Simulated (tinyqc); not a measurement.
## Planar ballistic transistor, top-of-the-barrier model: effect of the temperature

At the top of the source barrier, states moving towards the drain are filled by the source (Fermi level 0) and states moving back by the drain (Fermi level -q Vd); nothing scatters. U is the shift of the band edge there, set by the capacitances CG, CD and CS (the total) and by the charge. Parabolic two-dimensional band; the source is grounded.

N0 = gv m kB T/(pi hbar^2), CG = eps0 eox/tox, vT = sqrt(2 kB T/(pi m)), CS = CG/aG, n0 = n at U = 0 and Vd = 0. eta1 = -(E0 + U)/Vt, eta2 = eta1 - Vd/Vt, n = (N0/2)[F_0(eta1) + F_0(eta2)], F_0(x) = ln(1 + exp x). U = UL + q (n - n0)/CS with UL = -(aG Vg + aD Vd), energies in eV. I = q (N0/2) vT [F_(1/2)(eta1) - F_(1/2)(eta2)] per width, F_(1/2)(x) = (2/sqrt(pi)) int_0^infinity u^(1/2)/(1 + exp(u - x)) du. CQ = (q/Vt) dn/d(eta1). E0 is held fixed.

Inputs (values chosen for the exercise); mass and valleys close to those of indium arsenide: effective mass m = 0.0311 m0; valley degeneracy gv = 1; relative permittivity of the gate insulator eox = 16; insulator thickness tox = 1.1 nm; gate control CG/CS aG = 0.79; drain control CD/CS aD = 0.057; band edge at the barrier top above the source Fermi level at zero bias E0 = 0.34 eV; gate voltage Vg = 0.8 V; drain voltage Vd = 0.8 V.

Constants: q = 1.602176634e-19 C, kB = 1.380649e-23 J/K, hbar = 1.054571817e-34 J s, m0 = 9.1093837015e-31 kg, Vt = kB T/q, eps0 = 8.8541878128e-14 F/cm where lengths are in cm. Results are converted to the units shown.

Result of one run:
```
T (K),eta1,n (cm^-2),I (uA/um),mean velocity I/(q n) (cm/s),CQ/CS
360,10.23,2.061e12,2687,8.136e7,0.06384
```

What becomes of these results when the temperature T is changed from 360 to 300 K, all else the same?

Result of the changed run:
```
T (K),eta1,n (cm^-2),I (uA/um),mean velocity I/(q n) (cm/s),CQ/CS
300,12.28,2.061e12,2677,8.107e7,0.06384
```

The whole series:
```
T (K),eta1,n (cm^-2),I (uA/um),mean velocity I/(q n) (cm/s),CQ/CS
50,73.65,2.061e12,2656,8.043e7,0.06384
77,47.83,2.061e12,2657,8.045e7,0.06384
120,30.69,2.061e12,2659,8.051e7,0.06384
180,20.46,2.061e12,2663,8.065e7,0.06384
240,15.34,2.061e12,2670,8.083e7,0.06384
300,12.28,2.061e12,2677,8.107e7,0.06384
360,10.23,2.061e12,2687,8.136e7,0.06384
420,8.768,2.061e12,2699,8.171e7,0.06383
```

As T goes from 50 to 420 K, n stays near 2.06e12 cm^-2, the mean velocity rises from 8.04e7 to 8.17e7 cm/s and the current rises from 2660 to 2700 uA/um. CQ/CS stays near 0.064. In every row the source Fermi level lies over 0.3 eV above the band edge, where a light band is no longer parabolic.

tinyqc, about 0.01 s, one thread, Intel Xeon 2.30GHz (shared host): `OMP_NUM_THREADS=1 python tinyqc.py 2400170 2400171 out.jsonl`
